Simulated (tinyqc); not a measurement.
Wafer bonding and layer transfer: bond energy, gap closing, particles, bonding of dissimilar wafers and hydrogen blisters: one step, computed by the program tinyqc. Command: `OMP_NUM_THREADS=1 python tinyqc.py 3022874 3022875 out.jsonl bond walk`. One thread of a shared host (Intel(R) Xeon(R) Processor @ 2.30GHz), about 0.01 s of CPU time with the checks.

gamma is the energy per area of each of the two surfaces; plates are isotropic.

Problem. Bond energy from the blade test. Two cantilevers opened by t_b: gamma = 3 t_b^2 E1 t1^3 E2 t2^3/(16 L^4 (E1 t1^3 + E2 t2^3)).

Inputs (values chosen for the exercise, for model wafers):
```
quantity             value        unit
Young's modulus E1     145         GPa
Young's modulus E2     100         GPa
thickness t1           525  micrometre
thickness t2           625  micrometre
blade thickness t_b     50  micrometre
crack length L         9.6          mm
```

Pair: two different wafers.

Give: bond energy gamma.

Solution.

bond energy gamma = 0.62277 J/m^2

An error of 5 % in L changes gamma by about 20 %. This is the level of partly covalent bonding.
